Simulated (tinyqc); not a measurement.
Worked calculation: six-band Luttinger-Kohn model with strain. Values are carried at full precision from step to step, so a last printed digit may differ when a step is redone from the rounded ones.

Constants: hbar^2/2m0 = 3.80998211 eV angstrom^2.

Parameters, chosen for this exercise (near those of Si; not measured data): C11 = 167.3 GPa; C12 = 64.8 GPa; C44 = 81 GPa; load = uniaxial [100] (kind of stress); X = -2.19 GPa (stress); Dso = 0.045 eV (spin-orbit splitting); g1 = 4.28 (Luttinger gamma1); g2 = 0.34 (gamma2); g3 = 1.44 (gamma3); av = 2.39 eV (valence hydrostatic potential); b = -2.11 eV (tetragonal shear potential); d = -4.75 eV (trigonal shear potential); k = (0.012, 0.054, 0) 1/angstrom (wave vector); kmax = 0.12 1/angstrom (end of the path).

## Strain from a uniaxial [100] stress

s11 = (C11 + C12)/((C11 - C12)(C11 + 2 C12)), s12 = -C12/((C11 - C12)(C11 + 2 C12)), s44 = 1/C44; exx = s11 sxx + s12 (syy + szz) and cyclic, exy = s44 sxy/2; tension is positive. A uniaxial stress X along the unit vector n is s_ij = X n_i n_j.

s11, s12, s44 (1/TPa): 7.6268  -2.1293  12.3457

strain tensor:
```
           x         y         z
x  -0.016703  0.000000  0.000000
y   0.000000  0.004663  0.000000
z   0.000000  0.000000  0.004663
```

The volume changes by -0.738 %; there is no shear in the cubic axes, so d does not enter.

## The terms P, Q, R, S at one k

P = c g1 k^2 - av tr(e); Q = c g2 (kx^2 + ky^2 - 2 kz^2) - (b/2)(exx + eyy - 2 ezz); R = c sqrt3 [-g2 (kx^2 - ky^2) + 2i g3 kx ky] + (sqrt3/2) b (exx - eyy) - i d exy; S = 2 c sqrt3 g3 (kx - i ky) kz - d (exz - i eyz); c = hbar^2/2m0, e the strain tensor (not engineering shear).

Form the four terms.

Terms (eV):
```
term            from k  from strain
P              0.04990      0.01763
Q              0.00396     -0.02254
R     0.00622+0.01232i      0.03904
S              0.00000      0.00000
```

## The Hamiltonian

Six-band Luttinger-Kohn model in the basis |3/2,3/2>, |3/2,1/2>, |3/2,-1/2>, |3/2,-3/2>, |1/2,1/2>, |1/2,-1/2>, electron energies, zero at the top of the unstrained valence band. H = -[rows: (P+Q, -S, R, 0, -S/r2, r2 R); (-S*, P-Q, 0, R, -r2 Q, r32 S); (R*, 0, P-Q, S, r32 S*, r2 Q); (0, R*, S*, P+Q, -r2 R*, -S*/r2); (-S*/r2, -r2 Q, r32 S, -r2 R, P+Dso, 0); (r2 R*, r32 S*, r2 Q, -S/r2, 0, P+Dso)], r2 = sqrt(2), r32 = sqrt(3/2). Levels are twofold.

Each term is the sum of its two parts.

H(k) (eV):
```
                  3/2,3/2          3/2,1/2         3/2,-1/2         3/2,-3/2         1/2,1/2         1/2,-1/2
3/2,3/2           -0.0490                0  -0.0453-0.0123i                0               0  -0.0640-0.0174i
3/2,1/2                 0          -0.0861                0  -0.0453-0.0123i         -0.0263                0
3/2,-1/2  -0.0453+0.0123i                0          -0.0861                0               0           0.0263
3/2,-3/2                0  -0.0453+0.0123i                0          -0.0490  0.0640-0.0174i                0
1/2,1/2                 0          -0.0263                0   0.0640+0.0174i         -0.1125                0
1/2,-1/2  -0.0640+0.0174i                0           0.0263                0               0          -0.1125
```

## Levels and their make-up

Diagonalise H. The weights add +m and -m and are averaged over each pair; m is taken along z.

levels from the top, each twofold (eV): 0.0200  -0.1131  -0.1545

weights:
```
               top  second  third
|3/2,+-3/2>  0.576   0.122  0.302
|3/2,+-1/2>  0.204   0.793  0.003
|1/2,+-1/2>  0.220   0.085  0.695
```

The top pair is 58 % |3/2,+-3/2>, the second pair is 79 % |3/2,+-1/2> and the third pair is 70 % |1/2,+-1/2>.

## Band edges at k = 0
Diagonalise H at k = 0. The weights add +m and -m (m along z) and are averaged over each pair.

edges from the top (eV): 0.0605  -0.0627  -0.0956

weights at k = 0:
```
               top  second  third
|3/2,+-3/2>  0.591   0.250  0.159
|3/2,+-1/2>  0.197   0.750  0.053
|1/2,+-1/2>  0.211   0.000  0.789
```

The stress splits the top two pairs by 123.2 meV, 4.76 times kT at 300 K (25.85 meV); the third lies 156.1 meV below the top, against Dso = 45 meV without stress.

## Hole masses at the edges

Curvature at k = 0: m/m0 = -2 c h^2/(E(h u) + E(-h u) - 2 E(0)) with h = 0.0002 1/angstrom along the unit vector u.

Hole masses (m0):
```
direction    top  second  third
[110]      0.217   0.243  0.243
[1-10]     0.217   0.243  0.243
[100]      0.179   0.278  0.275
[001]      0.276   0.216  0.217
```

Of the directions listed, the top pair is lightest along [100] (0.179) and heaviest along [001] (0.276). These masses hold only for hole energies well below the splitting of 123 meV.

## Bands along [100] and [001]

Six points from 0 to kmax in each direction.

Levels (eV):
```
direction  |k| (1/angstrom)      top   second    third  top, no stress  second, no stress
[100]                 0.000   0.0605  -0.0627  -0.0956          0.0000             0.0000
[100]                 0.024   0.0482  -0.0706  -0.1036         -0.0079            -0.0108
[100]                 0.048   0.0113  -0.0943  -0.1276         -0.0316            -0.0418
[100]                 0.072  -0.0499  -0.1338  -0.1678         -0.0711            -0.0891
[100]                 0.096  -0.1351  -0.1891  -0.2245         -0.1264            -0.1493
[100]                 0.120  -0.2425  -0.2602  -0.2996         -0.1975            -0.2231
[001]                 0.000   0.0605  -0.0627  -0.0956          0.0000             0.0000
[001]                 0.024   0.0525  -0.0727  -0.1059         -0.0079            -0.0108
[001]                 0.048   0.0287  -0.1010  -0.1383         -0.0316            -0.0418
[001]                 0.072  -0.0109  -0.1445  -0.1961         -0.0711            -0.0891
[001]                 0.096  -0.0664  -0.2021  -0.2802         -0.1264            -0.1493
[001]                 0.120  -0.1376  -0.2745  -0.3903         -0.1975            -0.2231
```

## Checks

- Levels against the same model in the basis X, Y, Z times spin: they agree to 1e-10 or better.

(tinyqc, `OMP_NUM_THREADS=1 python tinyqc.py 1050709 1050710 out.jsonl`, Intel(R) Xeon(R) Processor @ 2.30GHz, 1 thread, shared host, about 0.07 s.)
